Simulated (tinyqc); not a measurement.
Shallow acceptor in the spherical model (Baldereschi-Lipari), strong spin-orbit limit: one step, computed by the program tinyqc.

The 1S(3/2) state has an s envelope f(r) and a d envelope g(r). In effective units they obey -(f'' + 2f'/r + 2f/r) + mu (g'' + 5g'/r + 3g/r^2) = E f and -(g'' + 2g'/r - 6g/r^2 + 2g/r) + mu (f'' - f'/r) = E g. The cubic term, the split-off band and the central cell are left out.

Task: Matrices in a small basis. zeta_i = zeta_1 beta^(i-1), i = 1..n, in both channels. Basis: f_i = exp(-zeta_i r), g_i = r exp(-zeta_i r), weight r^2 dr, s = zeta_i + zeta_j. S_ff = 2/s^3, H_ff = zeta_i zeta_j S_ff - 2/s^2; S_gg = 24/s^5, H_gg = 8/s^3 + 24 zeta_i zeta_j/s^5 - 12/s^4; H(f_i, g_j) = mu (6 zeta_i^2/s^4 + 2 zeta_i/s^3); S_fg = 0. Each function is normalised by sqrt(S_ii).

Inputs (values chosen for the exercise, modelled on germanium): functions per channel n = 2; smallest exponent zeta_1 = 0.89 1/a*; ratio beta of exponents = 2.7.

mu = 0.7875758

Give: H; S.

Result:

H (Ry*):
```
          f1        f2       g1      g2
f1   -0.9879  -0.80884  0.90043  1.2339
f2  -0.80884  0.968409   2.1731  6.5642
g1   0.90043    2.1731  0.95823  2.2701
g2    1.2339    6.5642   2.2701  11.071
```

S:
```
        f1      f2      g1      g2
f1  1.0000  0.7007  0.0000  0.0000
f2  0.7007  1.0000  0.0000  0.0000
g1  0.0000  0.0000  1.0000  0.5528
g2  0.0000  0.0000  0.5528  1.0000
```
